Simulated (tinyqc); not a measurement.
# Changing the gamma-ray energy E

Model: thermal displacements in the Debye model: Debye-Waller factors, bond-length spread and the Lindemann rule. Computed by tinyqc, a small Python program. Command: `OMP_NUM_THREADS=1 python tinyqc.py 3003127 3003128 out.jsonl debyewaller sweep`. One thread of a shared host (Intel(R) Xeon(R) Processor @ 2.30GHz), about 0.01 s of CPU time with the checks.

A Debye spectrum with three branches of one velocity, cut at k_B Theta; 4 atoms per cube, nearest neighbours at d = 0.707107 a.

Inputs (values chosen for the exercise, modelled on nickel): atomic mass M = 58.69 u; Debye temperature Theta = 415 K; temperature T = 77 K.

Structure: fcc.

Constants: hbar^2/u = 4.18015928e-03 eV angstrom^2; k_B = 8.617333262e-05 eV/K; e = 1.602176634e-19 C; u = 1.6605390666e-27 kg; c = 299792458 m/s; hbar = 6.582119569e-16 eV s.

Method:
- <u_x^2> = (3 hbar^2/(2 M k_B Theta)) int_0^1 s coth(s Theta/(2T)) ds (64 Gauss-Legendre points); it tends to 3 hbar^2/(4 M k_B Theta) at T = 0 and to 3 hbar^2 T/(M k_B Theta^2) at high T.
- B = 8 pi^2 <u_x^2>.
- A nucleus of this mass is supposed to emit a gamma ray of the energy chosen: recoil energy E_R = E^2/(2 M c^2), wave number k_g = E/(hbar c), recoil-free fraction f = exp(-k_g^2 <u_x^2>).

One run for each value:
```
gamma-ray energy E (keV),recoil-free fraction f,recoil energy (meV),k_g (1/angstrom)
4.0,0.99252,1.4633e-01,2.027
10.0,0.95419,9.1459e-01,5.068
14.4,0.90733,1.8965e+00,7.298
22.0,0.79694,4.4266e+00,11.149
35.0,0.56300,1.1204e+01,17.737
50.0,0.30962,2.2865e+01,25.339
70.0,0.10047,4.4815e+01,35.474
```

Give the missing row, gamma-ray energy E (keV) = 6.0.

Computed row:
```
gamma-ray energy E (keV)  recoil-free fraction f  recoil energy (meV)  k_g (1/angstrom)
6.0                                      0.98326           3.2925e-01             3.041
```

Interpolating between the two neighbouring rows (the first column on a logarithmic scale, the others too where they are positive) misses most in recoil-free fraction f, by 0.80 %. Over the rows, recoil-free fraction f falls from 0.993 to 0.100 (exponent d ln y / d ln x -0.023 between the first rows and -3.3 between the last); recoil energy (meV) rises from 0.146 to 44.8 (exponent d ln y / d ln x about 2.0 throughout); k_g (1/angstrom) rises from 2.03 to 35.5 (exponent d ln y / d ln x about 1.0 throughout). ln f goes as -E^2.
